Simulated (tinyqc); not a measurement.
RKS/exchange-only LDA in the 6-31g basis, for He, spin multiplicity 1, step by step. Computed by tinyqc, a small Python program that keeps every step (integrals from PySCF). Settings: charge = 0, multiplicity = 1, basis = 6-31g, energy threshold = 1e-09, iteration cap = 61, orthogonalisation = canonical, start = random, DIIS depth = 0, method = RKS, functional = Slater exchange alone, grid = [40, 86]. Command: `OMP_NUM_THREADS=1 python tinyqc.py 20408 20409 out.jsonl` (the two numbers bound the seeds that draw the settings). One thread of a shared host (Intel(R) Xeon(R) Processor @ 2.60GHz), about 0.09 s of CPU time with the checks. Later iterations appear only in the table of the cycle.

## One-electron integrals

Geometry (angstrom):
```
atom,x,y,z
He,0.0000,0.0000,0.0000
```

Basis 6-31g: exponents (1/bohr^2) and contraction coefficients of normalised primitives:
```
element,l (shell),exponent,coefficient
He,s (1),38.4216,0.0401
He,s (1),5.7780,0.2612
He,s (1),1.2418,0.7932
He,s (2),0.2980,1.0000
```

Overlap, kinetic and nuclear-attraction integrals over the contracted functions; the nuclear repulsion is the sum of Za Zb / Rab.

nuclear repulsion = 0 hartree

overlap S:
```
,1He 1s,1He 2s
1He 1s,1.0000,0.6341
1He 2s,0.6341,1.0000
```

kinetic energy T (hartree):
```
,1He 1s,1He 2s
1He 1s,2.9257,0.4672
1He 2s,0.4672,0.4469
```

nuclear attraction V (hartree):
```
,1He 1s,1He 2s
1He 1s,-4.8053,-2.0136
1He 2s,-2.0136,-1.7421
```

core Hamiltonian H = T + V (hartree):
```
,1He 1s,1He 2s
1He 1s,-1.8796,-1.5464
1He 2s,-1.5464,-1.2952
```

## Two-electron integrals

Functions are numbered as in S; the eight-fold symmetry (ij|kl) = (ji|kl) = (kl|ij) leaves the list below.

Two-electron integrals (ij|kl) in chemists' order, unique and non-zero (hartree):
```
i,j,k,l,(ij|kl)
1,1,1,1,1.5439
2,1,1,1,0.7854
2,1,2,1,0.4270
2,2,1,1,0.8040
2,2,2,1,0.4762
2,2,2,2,0.6159
```

## Orthogonalisation

S = U s U^T; canonical form X = U s^(-1/2), so that X^T S X = 1. Each column of U has its largest component positive (the first on a tie).

eigenvalues of S: 0.3659  1.6341

X:
```
,1,2
1He 1s,1.1690,0.5531
1He 2s,-1.1690,0.5531
```

## Starting guess

The start is random orthonormal orbitals; D = 2 C_occ C_occ^T.

D at the start:
```
,1He 1s,1He 2s
1He 1s,2.9643,-2.7015
1He 2s,-2.7015,2.4620
```

## Iteration 1: exchange-correlation on the grid

Becke grid with 40 radial and 86 angular points per atom, points of zero weight dropped. rho = sum D_ij phi_i phi_j; V_xc,ij = sum w v_xc phi_i phi_j; v_xc is d(rho eps)/d rho.

The 12 grid points with the largest w rho, of 3440 (bohr, atomic units):
```
x,y,z,w,rho,eps_xc,v_xc
-1.1228,1.1228,-1.1228,0.1400,0.0184,-0.1950,-0.2600
-1.1228,-1.1228,-1.1228,0.1400,0.0184,-0.1950,-0.2600
1.1228,1.1228,1.1228,0.1400,0.0184,-0.1950,-0.2600
1.1228,1.1228,-1.1228,0.1400,0.0184,-0.1950,-0.2600
-1.1228,-1.1228,1.1228,0.1400,0.0184,-0.1950,-0.2600
1.1228,-1.1228,1.1228,0.1400,0.0184,-0.1950,-0.2600
1.1228,-1.1228,-1.1228,0.1400,0.0184,-0.1950,-0.2600
-1.1228,1.1228,1.1228,0.1400,0.0184,-0.1950,-0.2600
-1.3503,-1.3503,-0.3677,0.1392,0.0184,-0.1950,-0.2600
1.3503,-1.3503,0.3677,0.1392,0.0184,-0.1950,-0.2600
1.3503,-1.3503,-0.3677,0.1392,0.0184,-0.1950,-0.2600
-1.3503,1.3503,0.3677,0.1392,0.0184,-0.1950,-0.2600
```

electrons on the grid, sum of w rho = 2.0000

E_xc = sum of w rho eps_xc = -0.918569 hartree

V_xc (hartree):
```
,1He 1s,1He 2s
1He 1s,-0.7218,-0.2985
1He 2s,-0.2985,-0.2834
```

## Iteration 1: building the Kohn-Sham matrix

J_ij = sum D_kl (ij|kl); F = H + J + V_xc; E = tr D H + tr D J / 2 + E_xc + E_nn.

Coulomb J (hartree):
```
,1He 1s,1He 2s
1He 1s,2.3122,1.1935
1He 2s,1.1935,1.3267
```

Kohn-Sham matrix F (hartree):
```
,1He 1s,1He 2s
1He 1s,-0.2891,-0.6514
1He 2s,-0.6514,-0.2519
```

total energy of this density = 0.512328 hartree

## Iteration 1: diagonalisation and new density

Diagonalise F' = X^T F X, C = X C', fill 1 alpha and 1 beta electrons from the bottom; D = 2 C_occ C_occ^T. Each column has its largest component positive (the first on a tie).

F' = X^T F X (hartree):
```
,1,2
1,1.0411,-0.0241
2,-0.0241,-0.5642
```

orbital energies (hartree): MO1 -0.5645, MO2 1.0415

coefficients C:
```
,MO1,MO2
1He 1s,0.5706,-1.1606
1He 2s,0.5356,1.1772
```

D after iteration 1:
```
,1He 1s,1He 2s
1He 1s,0.6512,0.6112
1He 2s,0.6112,0.5736
```

## Iteration 2: exchange-correlation on the grid

As before.

The 12 grid points with the largest w rho, of 3440 (bohr, atomic units):
```
x,y,z,w,rho,eps_xc,v_xc
-0.4801,0.4801,0.4801,0.0138,0.1721,-0.4108,-0.5478
0.4801,0.4801,0.4801,0.0138,0.1721,-0.4108,-0.5478
-0.4801,-0.4801,0.4801,0.0138,0.1721,-0.4108,-0.5478
0.4801,-0.4801,0.4801,0.0138,0.1721,-0.4108,-0.5478
-0.4801,-0.4801,-0.4801,0.0138,0.1721,-0.4108,-0.5478
0.4801,0.4801,-0.4801,0.0138,0.1721,-0.4108,-0.5478
-0.4801,0.4801,-0.4801,0.0138,0.1721,-0.4108,-0.5478
0.4801,-0.4801,-0.4801,0.0138,0.1721,-0.4108,-0.5478
-0.5773,-0.5773,0.1572,0.0137,0.1721,-0.4108,-0.5478
0.5773,0.5773,-0.1572,0.0137,0.1721,-0.4108,-0.5478
0.5773,0.1572,-0.5773,0.0137,0.1721,-0.4108,-0.5478
0.5773,0.5773,0.1572,0.0137,0.1721,-0.4108,-0.5478
```

electrons on the grid, sum of w rho = 2.0000

E_xc = sum of w rho eps_xc = -0.864539 hartree

V_xc (hartree):
```
,1He 1s,1He 2s
1He 1s,-0.7618,-0.3751
1He 2s,-0.3751,-0.3454
```

## Iteration 2: building the Kohn-Sham matrix

As before.

Coulomb J (hartree):
```
,1He 1s,1He 2s
1He 1s,2.4267,1.3066
1He 2s,1.3066,1.4589
```

Kohn-Sham matrix F (hartree):
```
,1He 1s,1He 2s
1He 1s,-0.2147,-0.6149
1He 2s,-0.6149,-0.1816
```

total energy of this density = -2.714632 hartree

## Iteration 2: diagonalisation and new density

As before.

F' = X^T F X (hartree):
```
,1,2
1,1.1392,-0.0214
2,-0.0214,-0.4975
```

orbital energies (hartree): MO1 -0.4978, MO2 1.1395

coefficients C:
```
,MO1,MO2
1He 1s,0.5684,-1.1617
1He 2s,0.5378,1.1762
```

D after iteration 2:
```
,1He 1s,1He 2s
1He 1s,0.6461,0.6114
1He 2s,0.6114,0.5785
```

## Iteration 9 (converged): orbitals

converged F (hartree):
```
,1He 1s,1He 2s
1He 1s,-0.2168,-0.6159
1He 2s,-0.6159,-0.1824
```

As before.

F' = X^T F X (hartree):
```
,1,2
1,1.1379,-0.0222
2,-0.0222,-0.4990
```

orbital energies (hartree): MO1 -0.4993, MO2 1.1382

coefficients C:
```
,MO1,MO2
1He 1s,0.5690,-1.1614
1He 2s,0.5372,1.1765
```

D after iteration 9:
```
,1He 1s,1He 2s
1He 1s,0.6475,0.6113
1He 2s,0.6113,0.5772
```

## Convergence

Stop when the energy changes by less than 1e-09 hartree and every element of the error matrix X^T (F D S - S D F) X is below 9e-06.

Course of the cycle:
```
iteration,E (hartree),change,largest element of the error matrix
1,0.512328,-,3.59e-01
2,-2.714632,-3.23e+00,6.32e-03
3,-2.714640,-7.73e-06,2.31e-03
4,-2.714641,-1.03e-06,8.45e-04
5,-2.714641,-1.38e-07,3.09e-04
6,-2.714641,-1.85e-08,1.13e-04
7,-2.714641,-2.48e-09,4.14e-05
8,-2.714641,-3.31e-10,1.51e-05
9,-2.714641,-4.43e-11,5.54e-06
```

PySCF RKS in the same basis, fine grid = -2.714641 hartree

Converged in 9 iterations.

## Populations

Mulliken: Z minus the diagonal of D S on the atom; Loewdin: the same with S^(1/2) D S^(1/2).

Charges (e):
```
atom,Mulliken,Loewdin
1He,0,0
```
